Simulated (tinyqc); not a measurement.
Density of states of one tight-binding band of a chain: one step. Energies on the mesh.

E(k) = -2 t cos(2 pi k) - 2 t2 cos(4 pi k); k in fractions of the reciprocal vectors, mesh k_i = j/N with j = 0 .. N-1. Densities are per cell and per spin, so the band holds one state.

Values chosen for the exercise:
```
symbol  value  unit  meaning
t       2.4    eV    nearest hopping
t2      -0.23  eV    second hopping
N       16           mesh points along each axis
```

Problem. Evaluate the band at all 16 points and collect equal values.

Give: Distinct energies.

Solution.

Distinct energies:
```
E_k (eV)  points
-4.3400        1
-4.1094        2
-3.3941        2
-2.1621        2
-0.4600        2
1.5116         2
3.3941         2
4.7599         2
5.2600         1
```

The 16 points give 9 distinct energies between -4.3400 and 5.2600 eV; a dense mesh gives a band from -4.340 to 5.260 eV.

Run: tinyqc, `OMP_NUM_THREADS=1 python tinyqc.py 1651739 1651740 out.jsonl`; Intel(R) Xeon(R) Processor @ 2.30GHz, one thread, shared host; about 0.01 s of CPU time with all checks.
